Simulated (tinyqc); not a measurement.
# Changing the ratio t_2/t_1

Model: deep-level transient spectroscopy (DLTS) of one majority-carrier trap. Computed by tinyqc, a small Python program. Command: `OMP_NUM_THREADS=1 python tinyqc.py 3008655 3008656 out.jsonl dlts sweep`. One thread of a shared host (Intel(R) Xeon(R) Processor @ 2.30GHz), about 0.05 s of CPU time with the checks.

A filling pulse loads the traps in a one-sided junction; under reverse bias they empty at the rate e, and the capacitance relaxes as C(t) = C_0 - dC exp(-e t). The signal is S = [C(t_2) - C(t_1)]/dC.

Inputs (values chosen for the exercise, for a model semiconductor):

| quantity | value | unit |
|---|---|---|
| density-of-states mass m | 0.133 | m_0 |
| valleys M | 1 | - |
| trap depth E_t | 0.572 | eV |
| cross-section sigma_0 | 1.4e-14 | cm^2 |
| degeneracy ratio g | 2 | - |
| gate time t_1 | 0.001 | s |
| temperature T | 274 | K |

Carriers: electrons. Extra term: none.

Constants: k_B = 8.617333262e-05 eV/K; k_B = 1.380649e-23 J/K; m_0 = 9.1093837015e-31 kg; h = 6.62607015e-34 J s.

Method:
- e = g sigma v N_b exp(-E/k_B T), v = sqrt(3 k_B T/m), N_b = 2 M (2 pi m k_B T/h^2)^(3/2), sigma = sigma_0, E = E_t.
- S(e) = exp(-e t_1) - exp(-e t_2) peaks at the rate window e_0 = ln(t_2/t_1)/(t_2 - t_1).
- T_p solves e(T) = e_0 (bisection between 15 and 1500 K); the half-height points solve S = S_max/2 on either side.

One run for each value:

| ratio t_2/t_1 | peak height S_max | full width (K) | peak temperature T_p (K) | rate window e_0 (1/s) |
|---|---|---|---|---|
| 1.5 | 0.1481 | 32.94 | 314.4 | 810.9 |
| 2.0 | 0.2500 | 32.97 | 312.3 | 693.1 |
| 3.0 | 0.3849 | 33.39 | 309.2 | 549.3 |
| 5.0 | 0.5350 | 34.59 | 305.1 | 402.4 |
| 10.0 | 0.6968 | 37.42 | 299.4 | 255.8 |
| 20.0 | 0.8114 | 41.46 | 293.5 | 157.7 |
| 50.0 | 0.9048 | 48.06 | 285.6 | 79.8 |

Over the rows, peak height S_max rises from 0.148 to 0.905 (exponent d ln y / d ln x 1.8 between the first rows and 0.12 between the last); full width (K) rises from 32.9 to 48.1 (exponent d ln y / d ln x 0.0031 between the first rows and 0.16 between the last); peak temperature T_p (K) falls from 314 to 286 (exponent d ln y / d ln x -0.024 between the first rows and -0.030 between the last). A larger ratio raises the peak but widens it: sensitivity is traded for resolution.

Extremes, crossings and ranges named in words are read from the listed rows.
